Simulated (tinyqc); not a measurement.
Worked calculation: core-shell quantum dot (spherical envelope functions). Values are carried at full precision from step to step, so a last printed digit may differ when a step is redone from the rounded ones.

Parabolic bands; strain and other valleys are left out. s states, u = r psi, hard wall at R + H, c = hbar^2/2m0, energies from the band edges of the core. Core: u = sin(k1 r)/k1, k1 = sqrt(m1 E/c). At R, psi and psi'/m are continuous, so u is continuous and its slope in the shell is s = u/R + (m2/m1)(u' - u/R). Shell: u(R + x) = u(R) cos(k2 x) + s sin(k2 x)/k2, k2 = sqrt(m2 (E - V)/c); for negative arguments the functions turn into sinh and cosh. A level has u(R + H) = 0.

Constants: hbar^2/2m0 = 3.80998211 eV angstrom^2; e^2/(4 pi eps0) = 14.39964547 eV angstrom; hc = 1239.841984 eV nm.

Parameters, chosen for this exercise (near those of a CdSe/CdS core-shell dot; not measured data):
- R = 13 angstrom (core radius)
- H = 39 angstrom (shell thickness)
- Vc = 0.287 eV (conduction edge of the shell above that of the core)
- me1 = 0.133 m0 (electron, core)
- me2 = 0.2 m0 (electron, shell)
- E = 0.303 eV (trial energy of the electron)
- Vv = 0.457 eV (hole barrier of the shell)
- mh1 = 0.457 m0 (hole, core)
- mh2 = 0.828 m0 (hole, shell)
- Eg = 1.733 eV (gap of the core)
- eps = 6.2 (dielectric constant)

## Shooting at a trial energy

Carry the electron solution outwards.

k1^2 = 0.010577 1/angstrom^2
k2^2 = 0.00083990 1/angstrom^2
u(R) = 9.459 angstrom
s = -0.0181
u(R + H) = 3.467 angstrom

u(R + H) is positive: no node yet, so the lowest level lies above the trial energy.

## Ground states

Find the lowest root for electron and hole, and the share of u^2 inside the core.

Levels:
```
carrier   E (eV)  share in the core
electron  0.3129              0.242
hole      0.2155              0.827
```

The core holds 2 % of the volume. The electron sits mainly in the shell and the hole in the core: the edges are of type I, but the core is too small to hold the light electron.

## Overlap and Coulomb integrals

Overlap = (integral of u_e u_h)^2 with normalised u. Coulomb integrals J_ab = (q/eps) double integral of u_a(r)^2 u_b(s)^2/max(r, s), q = e^2/(4 pi eps0), one eps everywhere. Exciton E = Eg + E_e + E_h - J_eh; first-order biexciton shift J_ee + J_hh - 2 J_eh (positive: repulsive).

Integrate numerically.

overlap = 0.467

J_eh, J_ee, J_hh (meV): [133.1, 102.0, 214.7]

## Exciton and biexciton

Give E, the wavelength hc/E and the biexciton shift.

E = 2.128 eV
wavelength = 583 nm
biexciton shift = 51 meV

At first order the shift is the Coulomb integral of the net charge density with itself and cannot be negative; correlation, left out here, lowers it.

## Checks

- Level without offset and mass step against c (pi/(R + H))^2/m, eV: both 0.1046.
- J_ee in that case against 1.786 q/(eps (R + H)), meV: both 79.8.

tinyqc: `OMP_NUM_THREADS=1 python tinyqc.py 1281674 1281675 out.jsonl`; about 0.1 s, one thread, shared Intel(R) Xeon(R) Processor @ 2.30GHz.
